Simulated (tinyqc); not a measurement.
Chemical trend: level against potential: deep trap from a strong local potential in a two-band host (Koster-Slater model with semi-elliptic bands). Computed by tinyqc, a small Python program. Command: `OMP_NUM_THREADS=1 python tinyqc.py 3017913 3017914 out.jsonl deeptrap walk`. One thread of a shared host (Intel(R) Xeon(R) Processor @ 2.30GHz), about 0.03 s of CPU time with the checks.

The valence band spans -2 W_v to 0 and the conduction band E_g to E_g + 2 W_c. The orbital at the impurity site has weight f_v in the valence band and 1 - f_v in the conduction band, each spread as a semi-ellipse (2/(pi W^2)) sqrt(W^2 - x^2) about the band centre. The impurity adds U to this orbital. Spin is left out.

Inputs (values chosen for the exercise, for a model semiconductor):
```
quantity                                value  unit
gap E_g                                  1.42    eV
half-width of the valence band W_v        3.8    eV
half-width of the conduction band W_c     5.7    eV
valence weight f_v of the site orbital   0.56     -
```

Impurity: repulsive, acceptor-like.

Method:
- In the gap G(E) = f_v (2/W_v^2)[x - sqrt(x^2 - W_v^2)] - (1 - f_v)(2/W_c^2)[y - sqrt(y^2 - W_c^2)], x = E + W_v, y = E_g + W_c - E.
- G falls across the gap from G(0) to G(E_g). A repulsive U binds if U > 1/G(0), an attractive one if U < 1/G(E_g); the vacancy level (U infinite) solves G(E) = 0 (bisection).
- The trap level solves G(E) = 1/U (bisection). With D = -dG/dE = D_v + D_c, D_v = f_v (2/W_v^2)[x/sqrt(x^2 - W_v^2) - 1] and D_c = (1 - f_v)(2/W_c^2)[y/sqrt(y^2 - W_c^2) - 1], the weight on the impurity orbital is 1/(U^2 D) and the conduction-band character is D_c/D.
- U is 1.05, 1.2, 1.5, 2, 3, 5, 10 and 30 times the threshold, rounded to three digits; the largest values are formal and only show the vacancy limit.

repulsive threshold = 4.59869 eV

vacancy level = 1.33780 eV

Trend:
```
U (eV)  E_t (eV)  weight on the impurity  conduction character  E_t - vacancy level (eV)
4.83      0.0024                0.020344               0.00861                   -1.3354
5.52      0.0317                0.060246               0.03392                   -1.3061
6.90      0.1400                0.089044               0.08412                   -1.1978
9.20      0.3455                0.084676               0.16508                   -0.9923
13.80     0.6574                0.051879               0.30024                   -0.6804
23.00     0.9578                0.019788               0.46267                   -0.3800
46.00     1.1733                0.004273               0.61420                   -0.1645
138.00    1.2910                0.000371               0.72417                   -0.0468
```

What follows from these numbers?

dE_t/dU equals the weight on the impurity, which peaks at 0.089 (U = 6.90 eV) and falls to 3.7e-4 in the last row, so beyond the peak each further eV of potential moves the level less. The level nears the vacancy level, 1.338 eV, as 1/U: it is 0.165 eV away at 10 times the threshold and 0.047 eV at 30 times, and the state is then host-like.

Extremes, crossings and ranges named in words are read from the listed rows.
